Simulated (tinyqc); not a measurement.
Off-state leakage of single and stacked transistors: course of the iteration.

n-channel devices of unit width. Subthreshold current I(Vg, Vs, Vd) = I0 (T/300 K)^0.5 exp[(Vg - Vs - VT(T) - gb (Vs - Vb) + dd (Vd - Vs))/(nf Vt)] (1 - exp(-(Vd - Vs)/Vt)), VT(T) = VT - cT (T - 300 K). Gate-edge tunnelling Ig (Vd/1 V) exp(ag (Vd - 1 V)), for a gate at 0 V, and band-to-band leakage Ab u exp(-Bb/u), u = Vd - Vb + 1 V, flow at a drain held at V; both are taken as independent of T. In a stack of off transistors (all gates at 0 V) the same subthreshold current passes through each.

Start: Vx = dd V/(1 + gb + 2 dd), the solution for Vx well above Vt, rounded to three decimals.

Stack of two, Vx the node between them: I_low = I(0, 0, Vx), I_up = I(0, Vx, V), f = ln(I_up/I_low), f' = -(1 + gb + 2 dd)/(nf Vt) - 1/(Vt (exp(Vx/Vt) - 1)) - 1/(Vt (exp((V - Vx)/Vt) - 1)), Vx(new) = Vx - f/f'.

Stop when the step is below 1e-11 V, or after 40 iterations.

Inputs (values chosen for the exercise); values of the order met in bulk silicon logic transistors: temperature T = 300 K; supply voltage V = 1.1 V; threshold at 300 K, zero drain and body bias VT = 0.29 V; fall of the threshold with temperature cT = 0.6 mV/K; current at threshold at 300 K I0 = 0.61 uA/um; slope factor nf = 1.31; drain-induced lowering per volt dd = 0.12; rise of the threshold per volt of source-body bias gb = 0.12; body voltage Vb = 0 V.

Constants: q = 1.602176634e-19 C, kB = 1.380649e-23 J/K, Vt = kB T/q. Results are converted to the units shown.

Course of the iteration:

| iteration | Vx before the step (V) | step (V) |
|---|---|---|
| 1 | 0.097 | 6.35e-4 |
| 2 | 0.0976355 | 1.80e-7 |
| 3 | 0.0976356 | 1.41e-14 |

Did this iteration meet its convergence test, and what does its course show?

Yes. Converged in 3 iterations. The subthreshold current of the stack is 0.1609 nA/um, 35.7 times less than that of one transistor (the drain leakage is unchanged); the estimate exp[dd V (1 + gb + dd)/((1 + gb + 2 dd) nf Vt)] gives 34.9.

Program tinyqc, `OMP_NUM_THREADS=1 python tinyqc.py 2242269 2242270 out.jsonl`; Intel Xeon 2.30GHz, shared host, one thread, about 0.03 s.
